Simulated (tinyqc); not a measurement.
# Zero-field depth and permittivity from two fields

Problem. The apparent depth of a Coulomb trap is Et - sqrt(q F/(pi eps0 eps_r)). Find Et and eps_r.

Constants: q = 1.602176634e-19 C, eps0 = 8.8541878128e-14 F/cm where lengths are in cm. Results are converted to the units shown.

apparent depth at F = 14 and 56 kV/cm (eV): 0.19470209  0.16940418

Solution. The depth is linear in sqrt(F): the intercept is Et and the slope -sqrt(q/(pi eps0 eps_r)).

Et = 0.2200 eV
eps_r = 12.60

Numbers from tinyqc (`OMP_NUM_THREADS=1 python tinyqc.py 2050127 2050128 out.jsonl`; about 0.01 s on one thread of a shared Intel Xeon 2.30GHz).
